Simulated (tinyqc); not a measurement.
Current of a Schottky diode by thermionic-emission-diffusion theory, and its read-back from I-V-T and C-V data: one step, computed by the program tinyqc. Command: `OMP_NUM_THREADS=1 python tinyqc.py 3027447 3027448 out.jsonl schottky walk`. One thread of a shared host (Intel(R) Xeon(R) Processor @ 2.30GHz), about 0.01 s of CPU time with the checks.

Full ionisation, no tunnelling, no recombination current. V is the voltage across the junction itself, forward positive.

Question. Barrier at the given bias. N_c(T) = N_c (T/300 K)^(3/2); V_bi = phi_0 - (k_B T/e) ln(N_c(T)/N); surface field F = sqrt(2 e N (V_bi - V - k_B T/e)/(eps eps_0)); image lowering d_phi = sqrt(e F/(4 pi eps eps_0)); effective barrier phi = phi_0 - d_phi.

Inputs (values chosen for the exercise, modelled on n-type silicon):
```
quantity                                     value          unit
Richardson constant A*                         115  A/(cm^2 K^2)
effective density of states at 300 K, N_c  2.9e+19        1/cm^3
permittivity eps                              11.7             -
mobility mu                                   1400    cm^2/(V s)
barrier without image force phi_0            0.764            eV
doping N                                     5e+16        1/cm^3
junction voltage V                            0.24             V
temperature T                                  423             K
```

Barrier: uniform.

Constants: k_B = 8.617333262e-05 eV/K; e = 1.602176634e-19 C; eps_0 = 8.8541878128e-12 F/m.

Give: built-in voltage V_bi; surface field F; image lowering; effective barrier phi.

Answer.

built-in voltage V_bi = 0.51327 V

surface field F = 60.520 kV/cm

image lowering = 27.292 meV

effective barrier phi = 0.73671 eV
